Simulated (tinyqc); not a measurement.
Zener tunnelling in a reverse-biased junction, two-band WKB: one step of the calculation.

Abrupt p-n junction, depletion approximation. Energies E are counted from the conduction-band edge of the neutral n side; its Fermi level lies at dn, that of the p side at dn - V, and the valence-band edge of the neutral p side at Em = dn + dp - V. Tunnelling needs 0 < E < Em. Two-band dispersion with equal masses m: inside the gap kappa = sqrt(m u (1 - u/Eg)/C), u the distance from a band edge, C = hbar^2/(2 m0).

Question. Fermi levels and built-in voltage. Nd = Nc F12(dn/Vt), Na = Nv F12(dp/Vt), F12(x) = (2/sqrt(pi)) int_0^infinity sqrt(u)/(1 + exp(u - x)) du; dn = EF - Ec on the n side, dp = Ev - EF on the p side (negative outside the bands); Vbi = Eg + dn + dp.

Inputs (values chosen for the exercise); band and dielectric values those of a made-up semiconductor:
- T = 200 K (temperature)
- Eg = 1.72 eV (band gap)
- Nc = 2.11e17 cm^-3 (conduction-band density of states at 200 K)
- Nv = 4.96e18 cm^-3 (valence-band density of states at 200 K)
- Na = 2.2e18 cm^-3 (acceptor density)
- Nd = 4.2e18 cm^-3 (donor density)

Constants: q = 1.602176634e-19 C, kB = 1.380649e-23 J/K, Vt = kB T/q. Results are converted to the units shown.

Find: dn; dp; Vbi.

Answer.

dn = 0.15141 eV
dp = -0.011325 eV
Vbi = 1.8601 V

Boltzmann statistics would give dn = 0.0515 eV and dp = -0.0140 eV. At zero bias the bands of the two sides overlap by dn + dp.

Range of the model: Parabolic densities of states, no band tails and no gap narrowing, all of which matter at such doping.

Numbers from tinyqc (`OMP_NUM_THREADS=1 python tinyqc.py 2620080 2620081 out.jsonl`; about 0.01 s on one thread of a shared Intel Xeon 2.30GHz).
